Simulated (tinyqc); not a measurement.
Bias-temperature instability, empirical power law with universal recovery: two steps of the calculation.

Threshold-voltage shift at the end of a stress: dV = A (V/V0)^g exp[-(Ea q/kB)(1/T - 1/T0)] (t/1 s)^n. After a delay tr the permanent share pp stays and the rest falls by r = 1/(1 + B (tr/t)^be). An empirical model: its parameters are fits, not properties.

Parameters, values chosen for the exercise:
- V0 = 1.6 V (reference stress voltage)
- T0 = 398 K (reference temperature)
- A = 5.4 mV (shift after 1 s at V0 and T0)
- n = 0.19 (time exponent)
- g = 3.3 (voltage exponent)
- Ea = 0.12 eV (apparent activation energy of the shift)
- pp = 0.18 (permanent share)
- B = 4.2 (recovery scale)
- be = 0.17 (recovery dispersion)
- V = 0.97 V (use voltage)
- T = 328 K (use temperature)
- dc = 50 mV (failure criterion)
- tr = 0.1 s (delay before the measurement)

Constants: q = 1.602176634e-19 C, kB = 1.380649e-23 J/K. Results are converted to the units shown.

Problem 1. Shift and lifetime at use conditions. The lifetime solves dV = dc; ten years are 3.15576e8 s.

Wanted: voltage factor; temperature factor; shift after ten years; lifetime; largest voltage for ten years.

Solution 1.

voltage factor = 0.19176
temperature factor = 0.47393
shift after ten years = 20.215 mV
lifetime = 1175 years
largest voltage for ten years = 1.2763 V

The device passes: the shift at ten years is below dc. A lifetime beyond 100 years is a far extrapolation of the power law. In time the voltage exponent is g/n = 17.4 and the activation energy Ea/n = 0.632 eV.

Problem 2. What a delayed measurement sees. At V0 and T0, measured shift = dV [pp + (1 - pp) r]; the apparent exponent is the slope of ln(shift) against ln t between the first and last point.

t, point 0 to 2 (s): 100  1000  10000

Find: dV; share left; measured; apparent n.

Solution 2.

```
point  dV (mV)  share left  measured (mV)
0       12.954     0.53684         6.9541
1       20.063     0.61675         12.374
2       31.074     0.69467         21.586
```

apparent n = 0.24596

The delay hides 30.5 % of the last shift and raises the exponent from 0.19 to 0.246, since short stresses recover by a larger share.

Program tinyqc, `OMP_NUM_THREADS=1 python tinyqc.py 2070132 2070133 out.jsonl`; Intel Xeon 2.30GHz, shared host, one thread, about 0.01 s.
